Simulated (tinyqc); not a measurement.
# Carrier lifetime from Shockley-Read-Hall, radiative, Auger and surface recombination, step by step

A worked calculation. Computed by tinyqc, a small Python program that keeps every step. Command: `OMP_NUM_THREADS=1 python tinyqc.py 3011833 3011834 out.jsonl lifetime walk`. One thread of a shared host (Intel(R) Xeon(R) Processor @ 2.30GHz), about 0.02 s of CPU time with the checks. Intermediate numbers are printed to about 7 digits and carried at full precision; extremes and crossings named in words are read from the listed rows.

Energies are counted from the top of the valence band. Boltzmann statistics, full ionisation, and equal excess densities of electrons and holes.

Inputs (values chosen for the exercise, with bands modelled on GaP):
```
quantity                          value        unit
gap E_g                            2.24          eV
electron mass m_e                 0.491         m_0
valleys M_c                           3           -
hole mass m_h                     0.806         m_0
temperature T                       300           K
doping N                          1e+16       cm^-3
trap level E_t                    0.428          eV
trap density N_t                6.3e+11       cm^-3
electron cross-section sigma_n  2.9e-17        cm^2
hole cross-section sigma_p        3e-15        cm^2
radiative coefficient B         3.4e-15      cm^3/s
Auger coefficient C_n             3e-31      cm^6/s
Auger coefficient C_p           7.9e-31      cm^6/s
excess density dn               9.7e+14       cm^-3
generation rate G                 1e+19  cm^-3 s^-1
diffusion coefficient D              39      cm^2/s
surface velocity S                  5.5        cm/s
thickness W                         8.8  micrometre
```

Doping: p-type. Surface term: two equal surfaces.

Constants: m_0 = 9.1093837015e-31 kg; k_B = 1.380649e-23 J/K; h = 6.62607015e-34 J s; k_B = 8.617333262e-05 eV/K.

## Equilibrium densities

N_c = 2 M_c (2 pi m_e k_B T/h^2)^(3/2) and N_v = 2 (2 pi m_h k_B T/h^2)^(3/2), masses in units of m_0. n_i = sqrt(N_c N_v) exp(-E_g/2 k_B T); majority density N/2 + sqrt(N^2/4 + n_i^2), minority density n_i^2 over it.

N_c = 2.590094e+19 cm^-3

N_v = 1.815827e+19 cm^-3

n_i = 3.319121 cm^-3

n_0 = 1.101657e-15 cm^-3

p_0 = 1.00e+16 cm^-3

## Capture times and SRH densities

v = sqrt(3 k_B T/m) with m_e or m_h; tau_n0 = 1/(sigma_n v_n N_t), tau_p0 = 1/(sigma_p v_p N_t); n1 = N_c exp(-(E_g - E_t)/k_B T), p1 = N_v exp(-E_t/k_B T).

v_n = 1.666778e+07 cm/s

v_p = 1.300921e+07 cm/s

tau_n0 = 0.003283854 s

tau_p0 = 4.067123e-05 s

n1 = 9.398429e-12 cm^-3

p1 = 1.172171e+12 cm^-3

n1 and p1 are both far below the doping: the level acts as a deep recombination centre.

## Surface lifetime

The slowest diffusion mode has x tan x = S W/(2 D) with 0 < x < pi/2 (bisection), and tau_s = W^2/(4 x^2 D). The common approximation is W/(2 S) + W^2/(pi^2 D).

x = 0.007877182

tau_s = 8.000165e-05 s

approximate tau_s = 8.000201e-05 s

The approximation is off by 4.5e-4 %. Recombination at the surfaces limits: tau_s is close to W/2S.

## Lifetimes at the given injection

With n = n_0 + dn, p = p_0 + dn and U/dn = 1/tau: (n p - n_i^2)/dn = n_0 + p_0 + dn = s; 1/tau_SRH = s/[tau_p0 (n + n1) + tau_n0 (p + p1)]; 1/tau_rad = B s; 1/tau_Aug = (C_n n + C_p p) s; the rates add, with 1/tau_s. Radiative efficiency = tau_eff/tau_rad; effective diffusion length = sqrt(D tau_eff).

tau_SRH at dn = 0.003287801 s

tau_rad at dn = 0.02681109 s

tau_Aug at dn = 0.01017692 s

effective lifetime at dn = 7.728300e-05 s

radiative efficiency at dn = 0.002882501

effective diffusion length at dn = 549.0025 micrometre

Surface recombination carries 97 % of the rate; dn/N = 0.097 is low injection.

## Steady state under generation

dn solves dn/tau_eff(dn) = G (60 bisections in ln dn between 1e-2 and 1e22 cm^-3); the splitting of the quasi-Fermi levels is k_B T ln(n p/n_i^2).

steady excess density = 7.731098e+14 cm^-3

lifetime in the steady state = 7.731098e-05 s

quasi-Fermi splitting under G = 1.778563 eV

The splitting, an upper bound for e V_oc, is 79 % of the gap.

## Lifetime against injection

Rows stop below half the smaller effective density of states.

Lifetimes (s):
```
dn (cm^-3)          SRH   radiative         Auger     effective  radiative efficiency  fastest channel
1.00e+10    0.003284239  0.02941174  1.265820e-02  7.741600e-05            0.00263215          surface
1.00e+11    0.003284239  0.02941147  1.265793e-02  7.741599e-05            0.00263217          surface
1.00e+12    0.003284243  0.02940882  1.265522e-02  7.741587e-05            0.00263240          surface
1.00e+13    0.003284279  0.02938238  1.262816e-02  7.741469e-05            0.00263473          surface
1.00e+14    0.003284637  0.02912056  1.236233e-02  7.740286e-05            0.00265801          surface
1.00e+15    0.003287901  0.02673797  1.011225e-02  7.727870e-05            0.00289022          surface
1.00e+16    0.003304382  0.01470588  2.659574e-03  7.549238e-05            0.00513348          surface
1.00e+17    0.003320863  0.00267380  7.776654e-05  3.841150e-05            0.01436590            Auger
1.00e+18    0.003324126  0.00029121  9.018116e-07  8.887992e-07            0.00305214            Auger
```

tau_SRH goes from 0.00328 s at low injection (the minority capture time, 0.00328 s) to 0.00332 s in the last row; at high injection it tends to tau_n0 + tau_p0 = 0.00332 s. Ruling channel by row: surface from 1e10, Auger from 1e17 cm^-3. The radiative efficiency peaks at 0.0144 near 1e17 cm^-3, below which non-radiative terms of first order take a larger share and above which Auger recombination does.

## Where in the gap a trap does harm

Low injection: tau = [tau_p0 (n_0 + n1) + tau_n0 (p_0 + p1)]/(n_0 + p_0). Depleted region (n = p = 0): generation lifetime tau_g = (tau_p0 n1 + tau_n0 p1)/n_i. n1 = N_c exp(-(E_g - E_t)/k_B T), p1 = N_v exp(-E_t/k_B T).

The same trap at other energies:
```
E_t (eV)  SRH lifetime (s)  generation lifetime (s)
0.134           0.03673088             1.007707e+14
0.336           0.00329737             4.072712e+10
0.560           0.00328386             7.028284e+06
0.784           0.00328385             1.212872e+03
1.008           0.00328385             2.093061e-01
1.120           0.00328385             2.798135e-03
1.232           0.00328385             3.733763e-03
1.456           0.00328385             2.142690e+01
1.680           0.00328385             1.241634e+05
1.904           0.00328409             7.194955e+08
2.106           0.00387474             1.780241e+12
```

The SRH lifetime (other channels left aside) stays within 10 % of its least value, among these rows, from E_t = 0.336 to 1.904 eV. The generation lifetime has a sharp minimum, among these rows at 1.12 eV and exactly at 1.172 eV, where tau_p0 n1 = tau_n0 p1, since generation needs two thermal jumps and the larger one rules.

Checks made by the program: n1 p1 = n_i^2 (relative difference below 1e-10); x tan x at the root (relative difference below 1e-10).
